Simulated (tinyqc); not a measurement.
## Frequency dispersion of an accumulation capacitance by border traps, distributed model: effect of the insulator thickness

Traps spread evenly through the insulator exchange electrons with the semiconductor by tunnelling, with tau(x) = t0 exp(2 ka x) at depth x from the interface. The admittance per area Y seen at depth x obeys dY/dx = -Y^2/(i w eps0 eox) + q Nb ln(1 + i w tau)/tau, with Y(0) = i w Cs and w = 2 pi f; the gate sees Y(tox) = G + i w C. Working variable y = Y/(i w), in uF/cm^2. Cox = eps0 eox/tox.

Cox; trap-free value 1/(1/Cox + 1/Cs); response depth d = ln(1/(w t0))/(2 ka), where w tau = 1; lumped estimate: all traps within d act as C_bt = q Nb d placed at d/2, so C = 1/{1/[1/(1/Cs + d/(2 eps0 eox)) + C_bt] + (tox - d/2)/(eps0 eox)}. C and G from a fine integration; dispersion -d C/d log10 f over C, from f times and over 1.1. For a broad spread of time constants G/w is close to -(pi/2) dC/d ln w.

Values chosen for this exercise; permittivity close to that of aluminium oxide:

| symbol | value | unit | meaning |
|---|---|---|---|
| eox | 8.56 |  | relative permittivity of the insulator |
| Cs | 1.9 | uF/cm^2 | semiconductor capacitance in accumulation |
| Nb | 1.8e19 | cm^-3 eV^-1 | density of border traps |
| ka | 3.7 | 1/nm | decay constant of the wave function in the insulator |
| t0 | 2e-11 | s | time constant of a trap at the interface |
| f | 1000 | Hz | frequency |

Constants: q = 1.602176634e-19 C, eps0 = 8.8541878128e-14 F/cm where lengths are in cm. Results are converted to the units shown.

The same in every row: d (nm) = 2.147.

Result of one run:
```
C (uF/cm^2)	G/w (uF/cm^2)	dispersion (% a decade)	-(pi/2) dC/d ln w (uF/cm^2)	lumped C (uF/cm^2)	trap-free C (uF/cm^2)
0.4372	0.004366	1.463	0.004365	0.4329	0.3991
```

Which insulator thickness tox gave this result: 2.8, 3.7, 11 or 15 nm?

tox = 15 nm.

The whole series:
```
tox (nm)	C (uF/cm^2)	G/w (uF/cm^2)	dispersion (% a decade)	-(pi/2) dC/d ln w (uF/cm^2)	lumped C (uF/cm^2)	trap-free C (uF/cm^2)
2.8	1.475	0.04781	4.850	0.04879	1.428	1.116
3.7	1.255	0.03601	4.196	0.03593	1.221	0.9857
4.9	1.047	0.02506	3.502	0.02502	1.023	0.8526
6.5	0.8578	0.01681	2.869	0.01679	0.8414	0.7226
8.6	0.6931	0.01097	2.319	0.01096	0.6823	0.6020
11	0.5684	0.007378	1.902	0.007375	0.5611	0.5056
15	0.4372	0.004366	1.463	0.004365	0.4329	0.3991
20	0.3394	0.002630	1.136	0.002630	0.3367	0.3159
```

As tox goes from 2.8 to 20, C falls from 1.47 to 0.339 uF/cm^2, the dispersion falls from 4.85 to 1.14 % a decade and G/w falls from 0.0478 to 0.00263 uF/cm^2. The lumped estimate is 3.2 % below C in the first row and 0.77 % below it in the last.

tinyqc, about 0.5 s, one thread, Intel Xeon 2.30GHz (shared host): `OMP_NUM_THREADS=1 python tinyqc.py 2202177 2202178 out.jsonl`
